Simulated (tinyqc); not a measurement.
Long-channel MOSFET, surface-potential model: course of the iteration: surface potential at the source by Newton steps.

n-channel transistor on a uniformly doped p-type body, gradual-channel approximation, constant mobility, Boltzmann statistics, full ionisation. Potentials are counted from the neutral body; V is the electron quasi-Fermi potential, Vsb at the source and Vsb + Vds at the drain. Charges are magnitudes per area.

With V = Vsb: G = psi - Vt + Vt e, e = exp((psi - 2 phiF - Vsb)/Vt); f = Vgs + Vsb - Vfb - psi - gamma sqrt(G); f' = -1 - gamma (1 + e)/(2 sqrt(G)); psi(new) = psi - f/f'.

Stop when psi changes by less than 1e-10 V, or after 40 iterations.

Inputs (values chosen for the exercise); material values those of a made-up semiconductor:

| symbol | value | unit | meaning |
|---|---|---|---|
| T | 293 | K | temperature |
| Vfb | -0.75 | V | flat-band voltage |
| Vsb | 0 | V | source-body reverse bias |
| Vgs | 1.31 | V | gate-source voltage |

Constants: q = 1.602176634e-19 C, kB = 1.380649e-23 J/K, Vt = kB T/q. Results are converted to the units shown.

psi at the start (the smaller of 2 phiF + Vsb + 4 Vt and the root without inversion charge) = 1.18923 V
phiF = 0.645963 V
gamma = 0.807109 V^0.5

Course of the iteration:
```
iteration,psi (V),|change| (V)
1,1.18911,1.19e-4
2,1.18911,4.50e-10
3,1.18911,2.22e-16
```

Did this iteration meet its convergence test, and what does its course show?

Yes. Converged in 3 iterations. The change falls from 1.2e-4 in the first iteration to below the tolerance in the last.

tinyqc, about 0.05 s, one thread, Intel Xeon 2.30GHz (shared host): `OMP_NUM_THREADS=1 python tinyqc.py 2360136 2360137 out.jsonl`
